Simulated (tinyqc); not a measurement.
Kinetics of strain relaxation and threading dislocations in mismatched semiconductor layers: one step, computed by the program tinyqc.

60-degree dislocations on {111} planes of a (001) layer, isotropic elasticity. The Schmid factor is 1/sqrt(6), and a misfit segment relieves strain with b/2.

Question. Relaxation in the anneal. Excess resolved stress tau = (1/sqrt 6) [2 G (1 + nu)/(1 - nu)] (e - e_eq), e_eq = b (1 - nu/4) [ln(h/b) + 1]/(4 pi (1 + nu) h), the Matthews-Blakeslee strain of an uncapped layer; glide velocity v = v0 tau exp(-Q/(k_B T)), tau in MPa. Threads run in two directions, so de/dt = -(b/4) rho v, with rho fixed. With x = e - e_eq, x0 = f - e_eq (fully strained at t = 0) and v = m S x (m the mobility, S x = tau): x = x0 exp(-t/t_r), t_r = 4/(b rho_0 m S). The half time is that at which x = x0/2.

Inputs (values chosen for the exercise, modelled on GaAs on Si):
```
quantity,value,unit
misfit f,0.0393,-
shear modulus G,48.6,GPa
Poisson ratio nu,0.31,-
Burgers vector b,4,angstrom
anneal temperature T,576,K
anneal time t,96,s
initial thread density rho_0,760000,1/cm^2
multiplication constant delta,5700,1/m
```

Sources: fixed density of threads.

mobility v/tau = 3.382443e-08 m/s per MPa

equilibrium strain e_eq = 0.003769998

Give: strain left e; share of the excess strain relieved; thread density; half time.

Answer.

strain left e = 0.03327

share of the excess strain relieved = 16.97 %

thread density = 760000 1/cm^2

half time = 357.9 s

Relaxation is under way. The misfit lines laid down are 0.033 micrometre apart. Caution: at stresses above about 1 GPa the linear velocity law understates glide, as stress lowers the kink barrier. Caution: at such misfit the layer islands and relaxes during the first nanometres, so a uniform strained start is an idealisation. Caution: blocking of threads by crossing misfit lines, left out here, leaves real layers with more strain.
